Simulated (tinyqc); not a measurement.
# From holding power q back to process temperature

Model: rapid thermal processing of a wafer: radiative balance, ramp and cooling, pattern effects, pyrometer error and spike budget. Computed by tinyqc, a small Python program. Command: `OMP_NUM_THREADS=1 python tinyqc.py 3113308 3113309 out.jsonl rtp inv`. One thread of a shared host (Intel(R) Xeon(R) Processor @ 2.30GHz), about 0.04 s of CPU time with the checks.

The wafer is opaque and uniform through its thickness unless said otherwise; temperatures in formulas are in kelvin (C + 273.15). sigma = 5.670374419e-12 W/(cm^2 K^4).

Inputs (values chosen for the exercise, modelled on a hot silicon wafer):

| quantity | value | unit |
|---|---|---|
| wafer thickness d | 725 | micrometre |
| heat capacity per volume C | 2.23 | J/(cm^3 K) |
| thermal conductivity k | 0.28 | W/(cm K) |
| emissivity eps of each face | 0.58 | - |
| reflectivity of the chamber walls r | 0.63 | - |
| gas heat-transfer coefficient h, both faces together | 0.59 | mW/(cm^2 K) |
| wall temperature T_w | 350 | K |
| ramp rate | 190 | K/s |

Method. Effective emissivity between parallel grey plates: eps_eff = 1/(1/eps + 1/(1 - r) - 1). Loss per area q(T) = 2 eps_eff sigma (T^4 - T_w^4) + h (T - T_w). Absorbed power during a ramp = q(T) + C d x ramp rate; thermal time constant tau = C d/(dq/dT), dq/dT = 8 eps_eff sigma T^3 + h; natural cooling rate q/(C d); front-to-back difference under one-sided heating at the end of the ramp = (absorbed power) d/(2 k).

Question. A run gave the result below. Find the process temperature, known to lie between 590 and 980 C.

holding power q = 3.670267 W/cm^2

Answer.

Each step takes the trial c = (a f_b - b f_a)/(f_b - f_a), f being the result less the target and a, b, c the logarithms of the listed values; c replaces end b, the old b replaces a if the sign of f changed, and otherwise f_a is halved.

Scan of the range:

| process temperature (C) | holding power q (W/cm^2) |
|---|---|
| 590 | 2.09003 |
| 642 | 2.60500 |
| 699 | 3.27325 |
| 760 | 4.12392 |
| 828 | 5.25909 |
| 901 | 6.72646 |
| 980 | 8.64451 |

False position (Illinois rule, in the logarithm of the input) inside the bracket:

| step | end a | end b | trial | holding power q (W/cm^2) |
|---|---|---|---|---|
| 1 | 699.000 | 760.000 | 726.835 | 3.64302 |
| 2 | 760.000 | 726.835 | 728.675 | 3.66853 |
| 3 | 760.000 | 728.675 | 728.908 | 3.67177 |
| 4 | 728.675 | 728.908 | 728.800 | 3.67027 |
| 5 | 728.908 | 728.800 | 728.800 | 3.67027 |

Holding power q rises at every point of a 13-point scan of the range (every second point is shown), so one value fits; it is bracketed by 699 and 760. Answer: process temperature = 728.8 C.
